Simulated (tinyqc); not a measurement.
A discretised effective-mass wire between two leads, recursive Green functions: one step of the calculation.

Finite differences on a grid of step a give a chain with hopping -t, t = C/(m a^2), C = hbar^2/(2 m0), and site energies 2 t + U_i for the N = 5 sites of the device; the semi-infinite leads have site energy 2 t. Each slice is one site, and V = -t couples neighbouring slices.

Question. Self-energy of the leads. Sigma = t^2 g(E - 2 t), g(x) = (x - i sqrt(4 t^2 - x^2))/(2 t^2) for |x| < 2 t and (x - sign(x) sqrt(x^2 - 4 t^2))/(2 t^2) otherwise; Gamma = i (Sigma - Sigma^dagger); both leads give the same.

Values chosen for this exercise: effective mass m = 0.2 m0; grid step a = 0.31 nm; energy above the band bottom of the leads E = 0.277 eV.

Constants: q = 1.602176634e-19 C, hbar = 1.054571817e-34 J s, m0 = 9.1093837015e-31 kg, hbar^2/(2 m0) = 0.0380998212 eV nm^2. Results are converted to the units shown.

Wanted: t; Sigma; Gamma; open modes.

Answer.

t = 1.982 eV
Sigma = -1.844-0.728i eV
Gamma = 1.456 eV
open modes = 1

Program tinyqc, `OMP_NUM_THREADS=1 python tinyqc.py 2660037 2660038 out.jsonl`; Intel Xeon 2.30GHz, shared host, one thread, about 0.01 s.
